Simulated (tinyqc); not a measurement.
## Line constants from open and short measurements

Inverse problem. A uniform line of length len, under a quarter wavelength, has Z_open = Zc coth(gamma len) and Z_short = Zc tanh(gamma len); gamma Zc = r + i w l and gamma/Zc = g + i w c, w = 2 pi f. Find r, l and c.

Values chosen for this exercise:
- len = 4.3 mm (length)
- f = 1.7 GHz (frequency)

Zin with the far end open = 13.61255-203.74768i ohm
Zin with the far end shorted = 42.498270+14.829570i ohm

Solution. The product of the two impedances is Zc^2 and their ratio tanh^2(gamma len); the principal branch holds below a quarter wavelength.

r = 9.40 ohm/mm
l = 0.374 nH/mm
c = 104 pF/m

Computed by the program tinyqc: `OMP_NUM_THREADS=1 python tinyqc.py 2810206 2810207 out.jsonl`, one thread of a shared Intel Xeon 2.30GHz, about 0.01 s for the whole run.
